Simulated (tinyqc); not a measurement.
Changing the equivalent oxide thickness t: ballistic transport through the one-dimensional subbands of a rectangular nanowire or nanosheet channel. Computed by tinyqc, a small Python program. Command: `OMP_NUM_THREADS=1 python tinyqc.py 3031805 3031806 out.jsonl wire sweep`. One thread of a shared host (Intel(R) Xeon(R) Processor @ 2.30GHz), about 0.05 s of CPU time with the checks.

Hard walls, parabolic subbands, transport along x. Energies are counted from the bulk conduction band edge at the top of the barrier, which the gate pulls down by U; the source Fermi level lies at the bulk edge when U = 0.

Inputs (values chosen for the exercise, modelled on silicon): light mass m_t = 0.18 m_0; heavy mass m_l = 0.929 m_0; height a = 3.7 nm; width b = 4.3 nm; gate voltage above flat band V_G = 0.9 V; drain voltage V_D = 0.66 V; temperature T = 150 K.

Valleys: silicon [100] wire.

Constants: hbar^2/(2 m_0) = 3.80998212 eV angstrom^2; k_B = 8.617333262e-05 eV/K; m_0 = 9.1093837015e-31 kg; k_B = 1.380649e-23 J/K; hbar = 1.054571817e-34 J s; eps_0 = 8.8541878128e-12 F/m; e = 1.602176634e-19 C; h = 6.62607015e-34 J s.

Method:
- E_pq = (hbar^2 pi^2/2)(p^2/(m_y b^2) + q^2/(m_z a^2)); valley pairs: (m_x, m_y, m_z) = (m_t, m_t, m_l), (m_t, m_l, m_t), (m_l, m_t, m_t), each with degeneracy g = 2; the 10 lowest subbands are kept.
- F_j(eta) = (1/Gamma(j + 1)) int_0^infinity x^j/(1 + exp(x - eta)) dx, F_0 = ln(1 + exp(eta)). Integrals over x = E/(k_B T) use 160 Gauss-Legendre points in u = sqrt(x) from 0 to sqrt(max(eta, 0) + 32).
- With degeneracy g = 2, eta_i = (U - E_i)/(k_B T) and u = e V_D/(k_B T): line density n = sum_i g sqrt(2 m_x k_B T/pi)/(2 hbar) [F_-1/2(eta_i) + F_-1/2(eta_i - u)]; gate: e n = C_ox (V_G - U/e), C_ox = 3.9 eps_0 2 (a + b)/t (flat-plate estimate); I = (2 e k_B T/h) sum_i g [F_0(eta_i) - F_0(eta_i - u)].

One run for each value:
```
equivalent oxide thickness t (nm)  ballistic current I (microampere)  line density n (1/nm)  U (meV)
0.40                                                          166.11                 4.2451   407.59
0.57                                                          116.21                 3.2813   357.62
0.82                                                           77.89                 2.4765   311.11
1.20                                                           52.17                 1.7903   277.02
1.70                                                           37.59                 1.3080   255.21
2.40                                                           27.00                 0.9544   235.77
3.50                                                           17.95                 0.6762   213.73
5.00                                                           11.47                 0.4872   193.55
```

Over the rows, ballistic current I (microampere) falls from 166 to 11.5 (exponent d ln y / d ln x -1.0 between the first rows and -1.3 between the last); line density n (1/nm) falls from 4.25 to 0.487 (exponent d ln y / d ln x -0.73 between the first rows and -0.92 between the last); U (meV) falls from 408 to 194 (exponent d ln y / d ln x -0.37 between the first rows and -0.28 between the last). Thinning the oxide by a factor 12.5 raises n by 8.71 and the current by 14.48. The charge lags because part of V_G goes into U (quantum capacitance and subband energy).
